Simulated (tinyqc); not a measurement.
Heavy and light holes: cyclotron masses of warped hole bands.

Inputs chosen for the exercise (near those of Si; shifted at random, so the results belong to these values and not to a real crystal): g1 = 4.32 (Luttinger gamma1); g2 = 0.34 (gamma2); g3 = 1.47 (gamma3); ths = (0, 20, 35, 50, 65, 80, 90) degrees (angles).

E = c k^2 f(n) with f = g1 -/+ 2 sqrt(g2^2 + 3 (g3^2 - g2^2)(nx^2 ny^2 + ny^2 nz^2 + nz^2 nx^2)). For the orbit through k = 0 perpendicular to b = (sin(theta)/sqrt2, sin(theta)/sqrt2, cos(theta)), mc is the mean of 1/f over the directions n in that plane (180 evenly spaced angles). Quantum effects of the lowest levels are left out.

Cyclotron masses (m0):
```
theta (degrees)   heavy   light
0                0.4168  0.1663
20               0.4653  0.1573
35               0.5325  0.1493
50               0.5692  0.1454
65               0.5656  0.1462
80               0.5520  0.1507
90               0.5478  0.1528
```

What can be read from this table?

The heavy mass varies by 37 % over the table, with its largest listed value at 50 degrees ([111] lies at 54.7) and its smallest at 0; the light mass varies by 14.4 %. The warping term enters both with the same size, but it is set against a small inverse mass in one and a large one in the other (along [111], g1 - 2 g3 = 1.38 and g1 + 2 g3 = 7.26).

tinyqc: `OMP_NUM_THREADS=1 python tinyqc.py 1280054 1280055 out.jsonl`; about 0.01 s, one thread, shared Intel(R) Xeon(R) Processor @ 2.30GHz.
